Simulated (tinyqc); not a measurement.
WKB tunnelling through a gate dielectric with a two-band (Franz) dispersion, step by step. Values are carried at full precision from step to step, so a last printed digit may differ when a step is redone from the rounded ones.

Constants: hbar^2/2m0 = 3.80998211 eV angstrom^2.

Values chosen for the exercise (of the size used for SiO2 on silicon; shifted at random, so the results belong to these values and not to a real crystal): phi = 3.33 eV (barrier above the electron energy at the emitter); t = 22 angstrom (thickness); V = 0.9 V (voltage across the layer); Eg = 9.07 eV (gap of the dielectric); m = 0.57 m0 (mass at the conduction edge).

## Shape of the barrier

Field V/t (1 V/angstrom = 100 MV/cm), the end of the forbidden region x_e = min(t, phi t/V), and u there.

field = 4.09 MV/cm
x_e = 22.00 angstrom
u(x_e) = 2.430 eV

V < phi: a trapezoid, direct tunnelling through the whole layer.

## Decay constant through the layer

At depth x the conduction edge lies u(x) = phi - V x/t above the electron. Parabolic: kappa = sqrt(m u/c). Franz: kappa = sqrt(m u (1 - u/Eg)/c), which vanishes at both band edges. c = hbar^2/2m0. T = exp(-2 integral of kappa dx) over the region u > 0; no image force, no prefactor, zero transverse momentum. The region ends at x_e = min(t, phi t/V); x_e < t is the Fowler-Nordheim regime.

Nine points x = j x_e/8.

kappa (1/angstrom):
```
x (angstrom)  u (eV)  parabolic   Franz
0.000         3.3300     0.7058  0.5615
2.750         3.2175     0.6938  0.5573
5.500         3.1050     0.6816  0.5527
8.250         2.9925     0.6691  0.5477
11.000        2.8800     0.6564  0.5423
13.750        2.7675     0.6435  0.5364
16.500        2.6550     0.6302  0.5300
19.250        2.5425     0.6167  0.5232
22.000        2.4300     0.6029  0.5159
```

At the emitter the Franz value is 20.4 % below the parabolic one, the factor sqrt(1 - phi/Eg).

## The integrals by Simpson's rule

Weights 1, 4, 2, 4, 2, 4, 2, 4, 1 times a third of the spacing.

integral of kappa dx: parabolic 14.426, Franz 11.904

## The integrals in closed form

Parabolic: (2/3) sqrt(m/c) (t/V) (phi^(3/2) - u_e^(3/2)). Franz: sqrt(m/c) Eg^(3/2) (t/V) (f(phi/Eg) - f(u_e/Eg)) with f(y) = ((2y - 1) sqrt(y (1 - y)) + arcsin(sqrt y))/4. u_e = max(phi - V, 0). T = exp(-2 I).

integral of kappa dx: parabolic 14.4262, Franz 11.9038

T: parabolic 2.95e-13, Franz 4.58e-11

The two-band dispersion raises T by a factor 155.

## Checks

- Franz integral in closed form against adaptive quadrature: both 11.9038.

Computed by tinyqc, a small Python program: `OMP_NUM_THREADS=1 python tinyqc.py 1481581 1481582 out.jsonl` (the numbers bound the seed that draws the inputs); one thread of a shared host (Intel(R) Xeon(R) Processor @ 2.30GHz), about 0.01 s for the whole set of steps.
